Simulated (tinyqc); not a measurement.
Inside a calculation. Model: potential-pH (Pourbaix) lines of a metal, its cation, its oxide and an oxyanion, with a complexing ligand. Computed by tinyqc, a small Python program that keeps every step. Command: `OMP_NUM_THREADS=1 python tinyqc.py 3025042 3025043 out.jsonl pourb walk`. One thread of a shared host (Intel(R) Xeon(R) Processor @ 2.30GHz), about 0.01 s of CPU time with the checks. Intermediate numbers are printed to about 6 digits and carried at full precision; extremes and crossings named in words are read from the listed rows.

Potentials are against the standard hydrogen electrode; solids and water have unit activity; dG_f of M, H+ and the electron is zero; F = e N_A and s = R T ln(10)/F. The cation carries z = 3.

Inputs (values chosen for the exercise, for a model metal):

| quantity | value | unit |
|---|---|---|
| dG_f of the cation | -150 | kJ/mol |
| dG_f of the oxide | -1006 | kJ/mol |
| dG_f of the oxyanion | -552.79 | kJ/mol |
| dG_f of water | -237.14 | kJ/mol |
| temperature T | 298.15 | K |
| log10 of the dissolved activity a | -5 | - |
| pH | 1.4 | - |
| potential E | -0.061 | V |
| log10 of the stability constant beta of ML | 3.3 | - |
| pKa of HL | 9.7 | - |
| total ligand c_L | 0.0076 | mol/L |
| limiting current density i_L | 5.8e-05 | A/cm^2 |
| molar volume V_m | 11.8 | cm^3/mol |

Species: M, M3+, M2O3, MO2(-).

exchange current densities, metal and cathodic (A/cm^2): 5.7e-07  8e-12

Tafel slopes, anodic and cathodic (mV/decade): 45  105

Constants: R = 8.314462618 J/(mol K); e = 1.602176634e-19 C; N_A = 6.02214076e+23 1/mol.

## Standard potentials

M3+ + 3e = M; (1/2) M2O3 + 3H+ + 3e = M + (3/2) H2O; MO2(-) + 4H+ + 3e = M + 2H2O. For each, E0 = -dG/(z F), and E = E0 + (s/z) log10 a - (s n_H/z) pH, with no activity term for the oxide.

s = 0.0591593 V

E0 (V): cation -0.518213, oxide -0.508851, oxyanion -0.271233

The metal is less noble than hydrogen.

## Vertical lines

Two oxidised species coexist where their lines against the metal cross: pH1 (cation/oxide) = [E0(oxide) - E0(cation)]/s - (log10 a)/z; pH2 (oxide/oxyanion) = {[E0(oxyanion) - E0(oxide)]/s + (log10 a)/z}/(4/z - 1).

pH1 = 1.82492

pH2 = 7.04973

width of the oxide field, pH2 - pH1 = 5.22481

The oxide is stable from pH 1.82 to 7.05; each decade less of dissolved metal narrows this field by 1.33 pH units.

## The stable species at (pH, E)

The metal is stable below the lowest of the three lines; above it, the species of the lowest line is stable. Water lines at 1 bar: hydrogen E = -s pH, oxygen E = -dG_f(water)/(2F) - s pH.

lines at this pH (V): cation -0.616812, oxide -0.591674, oxyanion -0.480263

upper limit of immunity = -0.616812 V

hydrogen line = -0.0828231 V

oxygen line = 1.14607 V

E above the limit of immunity = 0.555812 V

Stable here: the cation (corrosion). Water itself can oxidise the metal at this pH. Caution: other oxidation states, hydroxides and hydrides are left out, and the lines say nothing of rates.

## A complexing ligand

The free ligand is c_L/(1 + 10^(pKa - pH)) (ligand in excess); dissolved metal is a in all, so the free cation is a/alpha, alpha = 1 + beta [L]; the cation line drops by (s/z) log10 alpha.

free ligand = 3.80902e-11 mol/L

log10 alpha = 3.30064e-08

cation line with ligand = -0.616812 V

that line less the oxide line = -0.0251382 V

With the ligand the dissolved state lies below the oxide: the oxide dissolves at this pH.

## Mixed potential with oxygen reduction

Anodic i = i0a 10^((E - E_a)/b_a) with E_a the cation line with ligand; cathodic i = i0c 10^((E_c - E)/b_c) with E_c the oxygen line; supply caps the cathodic current, 1/i_c = 1/i(Tafel) + 1/i_L. E_corr makes the two currents equal. Without the cap it would be [b_c E_a + b_a E_c + b_a b_c log10(i0c/i0a)]/(b_a + b_c). Rate = i V_m/(z F). Films are left out.

E_corr without the cap = -0.240811 V

corrosion potential E_corr = -0.526473 V

corrosion current density = 5.80000e-05 A/cm^2

i/i_L = 1.000000

etch rate = 1.41866 nm/min

The current sits at the supply limit: stirring or more oxidant, not the ligand, sets the rate. Caution: E_corr lies below the hydrogen line, so hydrogen evolution, left out here, adds cathodic current.

## The diagram with and without ligand

The formulas are those given above.

Lines against the metal (V); the species with the lowest line is stable above it:

| pH | cation | oxide | oxyanion | stable above | cation with ligand | stable above, ligand |
|---|---|---|---|---|---|---|
| 0 | -0.616812 | -0.50885 | -0.36983 | cation | -0.616812 | dissolved |
| 2 | -0.616812 | -0.62717 | -0.52759 | oxide | -0.616812 | oxide |
| 4 | -0.616812 | -0.74549 | -0.68535 | oxide | -0.616813 | oxide |
| 5 | -0.616812 | -0.80465 | -0.76423 | oxide | -0.616815 | oxide |
| 6 | -0.616812 | -0.86381 | -0.84311 | oxide | -0.616838 | oxide |
| 7 | -0.616812 | -0.92297 | -0.92199 | oxide | -0.617067 | oxide |
| 8 | -0.616812 | -0.98213 | -1.00086 | oxyanion | -0.619037 | oxyanion |
| 9 | -0.616812 | -1.04129 | -1.07974 | oxyanion | -0.627596 | oxyanion |
| 10 | -0.616812 | -1.10044 | -1.15862 | oxyanion | -0.637427 | oxyanion |
| 12 | -0.616812 | -1.21876 | -1.31638 | oxyanion | -0.640605 | oxyanion |
| 14 | -0.616812 | -1.33708 | -1.47414 | oxyanion | -0.640644 | oxyanion |

Without ligand the oxide holds 5 of the eleven rows (pH 2 to 7), with it 5 (pH 2, 4, 5, 6, 7). The ligand acts once beta [L] exceeds 1, from pH = pKa - log10(beta c_L) = 8.5 on; its line then falls by at most s/z per pH unit and flattens beyond pKa, 0.024 V below the free cation at most. The oxide line falls faster, by s per pH unit.

Checks made by the program: the lines cross at pH1 and pH2 (relative difference below 1e-10).
